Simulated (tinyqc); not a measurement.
Concentration-dependent dopant diffusion with charged defects and the built-in field: one step, computed by the program tinyqc.

A constant source C_s feeds a half space. The dopant moves through neutral point defects and through charged ones, whose number grows with the majority carrier density n.

Question. Intrinsic density and partial diffusivities. n_i = 3.87e16 T^1.5 exp(-7014/T) per cm^3 (T in kelvin, an empirical form); each D = prefactor x exp(-E/(k_B T)); the intrinsic diffusivity D_i is their sum. Temperatures in kelvin are T(C) + 273.15.

Inputs (values chosen for the exercise, modelled on phosphorus in silicon):

| quantity | value | unit |
|---|---|---|
| neutral prefactor D0x | 3.72 | cm^2/s |
| neutral activation energy E0 | 3.66 | eV |
| singly charged prefactor D01 | 4.41 | cm^2/s |
| activation energy E1 | 4.01 | eV |
| doubly charged prefactor D02 | 41.3 | cm^2/s |
| activation energy E2 | 4.36 | eV |
| temperature T | 1125 | C |

Field enhancement: on.

Constants: k_B = 8.617333262e-05 eV/K.

Give: n_i; partial diffusivities; intrinsic diffusivity D_i.

Answer.

n_i = 1.341e+19 1/cm^3

partial diffusivities (cm^2/s): Dx 2.386e-13, D1 1.549e-14, D2 7.941e-15

intrinsic diffusivity D_i = 2.620e-13 cm^2/s
